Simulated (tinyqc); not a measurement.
Planar ballistic transistor, top-of-the-barrier model: course of the iteration: self-consistent potential at the barrier top.

At the top of the source barrier, states moving towards the drain are filled by the source (Fermi level 0) and states moving back by the drain (Fermi level -q Vd); nothing scatters. U is the shift of the band edge there, set by the capacitances CG, CD and CS (the total) and by the charge. Parabolic two-dimensional band; the source is grounded.

eta1 = -(E0 + U)/Vt, eta2 = eta1 - Vd/Vt, n = (N0/2)[F_0(eta1) + F_0(eta2)], F_0(x) = ln(1 + exp x). U(out) = UL + q (n - n0)/CS. U(new) = U + 0.2 (U(out) - U).

Stop when U changes by less than 1e-9 eV, or after 90 iterations.

Values chosen for this exercise; mass and valleys close to those of indium arsenide: temperature T = 200 K; band edge at the barrier top above the source Fermi level at zero bias E0 = 0.25 eV; drain voltage Vd = 0.1 V.

Constants: q = 1.602176634e-19 C, kB = 1.380649e-23 J/K, Vt = kB T/q. Results are converted to the units shown.

U at the start (U = UL) = -0.4769 eV
N0 = 2.23183e11 cm^-2
CS = 7.80417 uF/cm^2
n0 = 1.11928e5 cm^-2
UL = -0.4769 eV

Course of the iteration:
```
iteration	U (eV)	|change| (eV)
1	-0.467494	9.41e-3
2	-0.460469	7.03e-3
3	-0.455222	5.25e-3
4	-0.451303	3.92e-3
5	-0.448376	2.93e-3
6	-0.446190	2.19e-3
7	-0.444558	1.63e-3
8	-0.443338	1.22e-3
9	-0.442427	9.11e-4
...	...	...
49	-0.439738	7.79e-9
50	-0.439738	5.82e-9
51	-0.439738	4.35e-9
52	-0.439738	3.25e-9
53	-0.439738	2.43e-9
54	-0.439738	1.81e-9
55	-0.439738	1.35e-9
56	-0.439738	1.01e-9
57	-0.439738	7.55e-10
```

Did this iteration meet its convergence test, and what does its course show?

Yes. Converged in 57 iterations. At the end each change is about 0.75 times the one before: linear convergence.

Program tinyqc, `OMP_NUM_THREADS=1 python tinyqc.py 2400072 2400073 out.jsonl`; Intel Xeon 2.30GHz, shared host, one thread, about 0.01 s.
